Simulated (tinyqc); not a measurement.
Inside a calculation. Model: correction of a charged-defect supercell by a model charge and potential alignment (plane-averaged potentials). Computed by tinyqc, a small Python program that keeps every step. Command: `OMP_NUM_THREADS=1 python tinyqc.py 3110379 3110380 out.jsonl align walk`. One thread of a shared host (Intel(R) Xeon(R) Processor @ 2.30GHz), about 0.01 s of CPU time with the checks. Intermediate numbers are printed to about 6 digits and carried at full precision; extremes and crossings named in words are read from the listed rows.

The "true" defect charge is (1 - x) q in a Gaussian of width sigma plus x q in one of width sigma_t, so the exact answer is known; the correction sees only a single model Gaussian of width sigma_m. A Gaussian of width s has the transform rho(G) = exp(-G^2 s^2/2), normalised to 1. A uniform background cancels q, so G = 0 is left out. Potentials are those felt by a unit positive charge. E_0 is the formation energy of the isolated defect, E_cell its value in the supercell, E_lat = E_iso - E_per of the model charge, C the true less the model potential far from the defect; the exact correction is E_0 - E_cell, and the error of a scheme is E_cell plus its correction less E_0.

Inputs (values chosen for the exercise, with screening close to that of diamond):
```
quantity,value,unit
defect charge q,2,e
dielectric constant eps,5.64,-
edge of the cubic cell L,18.6,angstrom
width sigma of the true defect charge,1.8,angstrom
width sigma_m of the model charge,1.6,angstrom
share x of the charge in a wide tail,0.06,-
width sigma_t of the tail,2.9,angstrom
formation energy of the isolated defect E_0,1.83,eV
```

Constants: e^2/(4 pi eps_0) = 14.39964548 eV angstrom.

## The supercell energy and its true error

Periodic energy E_per = (2 pi q^2/(eps L^3)) (e^2/(4 pi eps_0)) sum_(G != 0) rho(G)^2/G^2, G = (2 pi/L)(n1, n2, n3), |n_i| <= 16. Isolated energy: two Gaussians of charges q_a, q_b and widths a, b interact by q_a q_b (e^2/(4 pi eps_0 eps)) sqrt(2/pi)/sqrt(a^2 + b^2), and the self-energy is half the sum over pairs. Supercell value E_cell = E_0 + E_per - E_iso for the true charge.

E_iso, true charge = 1.55242 eV

E_per, true charge = 0.808900 eV

E_cell = 1.08648 eV

exact correction = 0.743521 eV

## Lattice energy of the model charge

E_lat = E_iso - E_per for the model charge; point-charge value alpha q^2 e^2/(4 pi eps_0 eps 2 L) with alpha = 2.837297.

E_iso, model = 1.80056 eV

E_per, model = 1.04717 eV

E_lat = 0.753395 eV

point-charge value = 0.778923 eV

## Plane-averaged potentials

Plane-averaged potential at distance z from the defect: V(z) = (4 pi q/(eps L^3)) (e^2/(4 pi eps_0 e)) sum_(m != 0) rho(G_m) cos(G_m z)/G_m^2, G_m = 2 pi m/L, |m| <= 40.

Potentials (V):
```
z/L,z (angstrom),true,model,difference
0.00,0.00,0.167115,0.181861,-0.0147454
0.05,0.93,0.154423,0.166718,-0.0122956
0.10,1.86,0.120330,0.127037,-0.0067072
0.15,2.79,0.074173,0.075449,-0.0012756
0.20,3.72,0.025452,0.023254,0.0021980
0.25,4.65,-0.019463,-0.023329,0.0038660
0.30,5.58,-0.057465,-0.062001,0.0045364
0.35,6.51,-0.087382,-0.092170,0.0047883
0.40,7.44,-0.108848,-0.113731,0.0048828
0.45,8.37,-0.121750,-0.126667,0.0049169
0.50,9.30,-0.126054,-0.130980,0.0049254
```

The difference moves by 0.04 mV between z/L = 0.4 and 0.5: a plateau.

## Alignment and corrected energy

C = difference at z = L/2; E_corr = E_cell + E_lat - q C. For charges that have died out at L/2, C = (2 pi q/(eps L^3)) (e^2/(4 pi eps_0 e)) (<s^2> - sigma_m^2), <s^2> = (1 - x) sigma^2 + x sigma_t^2.

alignment C = 0.00492537 V

C, closed form = 0.00493704 V

E_corr = 1.83002 eV

error with alignment (rounded to 1e-4 meV) = 0.0233 meV

error without alignment = 9.87404 meV

error with the point-charge term alone = 35.4017 meV

error without correction = -743.521 meV

Errors are measured against E_0. Alignment cuts the error of the model charge from 9.9 to 0.023 meV.

## Errors against cell size

Schemes: none; point-charge term alpha q^2 e^2/(4 pi eps_0 eps 2 L), alpha = 2.837297; E_lat of the model; E_lat - q C with C at z = L/2.

Error against E_0 (meV):
```
L (angstrom),none,point charge,model charge,model and alignment
13.0,-1010.82,103.639,28.8696,1.17927
15.8,-859.21,57.754,16.1072,0.17554
18.6,-743.52,35.402,9.8740,0.02329
22.3,-629.14,20.542,5.7296,0.00126
27.9,-508.79,10.489,2.9257,0.00001
```

Between the last two rows the uncorrected error scales as L^-0.95 and the point-charge remainder as L^-3.00. With alignment the error is +1.2 meV in the smallest cell and 0.00 meV in the largest.

Checks made by the program: E_lat against the point-charge value less 2 pi q^2 sigma_m^2 e^2/(4 pi eps_0 eps L^3) (relative difference 2e-07).
